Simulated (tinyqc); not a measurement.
Barrier width: Kronig-Penney superlattice by transfer matrices.

Wells (width a, potential 0, mass mw) alternate with barriers (width b, height V0, mass mb); period d = a + b; c = hbar^2/2m0. The vector (psi, psi'/m) is continuous, and a layer of thickness t carries it by M = [[cos kt, (m/k) sin kt], [-(k/m) sin kt, cos kt]] with k = sqrt(m (E - V)/c); for E < V, k = i kappa gives [[cosh, (m/kappa) sinh], [(kappa/m) sinh, cosh]] of kappa t. A Bloch state obeys cos(q d) = tr(Mb Mw)/2.

Constants: hbar^2/2m0 = 3.80998211 eV angstrom^2.

Inputs chosen for the exercise (near those of the light valleys of a Si film between layers of SiO2; the results hold for these values, not for the real material):

| symbol | value | unit | meaning |
|---|---|---|---|
| a | 12 | angstrom | well width |
| V0 | 2.919 | eV | barrier height |
| mw | 0.196 | m0 | mass in the wells |
| mb | 0.511 | m0 | mass in the barriers |
| bs | (3, 4.5, 6, 7.8, 9.6, 12, 15) | angstrom | barrier widths |

First miniband against b. m_z = -2 c f'/d^2 with f = tr M/2 at the bottom of the band. E1 is the level of the single well, kappa1 its decay constant in the barrier.

First miniband:

| b (angstrom) | bottom (eV) | top (eV) | W (meV) | ln W | m_z (m0) |
|---|---|---|---|---|---|
| 3.0 | 0.3832 | 0.6038 | 220.6 | 5.396 | 0.400 |
| 4.5 | 0.4397 | 0.5326 | 92.87 | 4.531 | 0.688 |
| 7.8 | 0.4771 | 0.4912 | 14.05 | 2.643 | 2.84 |
| 9.6 | 0.4816 | 0.4866 | 5.022 | 1.614 | 6.57 |
| 12.0 | 0.4834 | 0.4847 | 1.274 | 0.242 | 20.8 |
| 15.0 | 0.4839 | 0.4842 | 0.2294 | -1.472 | 91.2 |

Give the missing row, b (angstrom) = 6.0.

Computed row:
```
b (angstrom)  bottom (eV)  top (eV)  W (meV)   ln W  m_z (m0)
6.0                0.4648    0.5042    39.32  3.672      1.28
```

E1 = 0.4841 eV
kappa1 = 0.5715 1/angstrom

W falls from 220.6 to 0.23 meV, and both edges close in on E1. The slope of ln W is -0.5767 per angstrom over the first two rows and -0.5715 over the last two, against -kappa1 = -0.5715: the width follows one power of the tunnelling amplitude once the wells couple weakly. m_z grows by a factor 228.0. Layers under about 10 angstrom are at the limit of envelope theory.

Run: tinyqc, `OMP_NUM_THREADS=1 python tinyqc.py 1280423 1280424 out.jsonl`; Intel(R) Xeon(R) Processor @ 2.30GHz, one thread, shared host; about 0.06 s of CPU time with all checks.
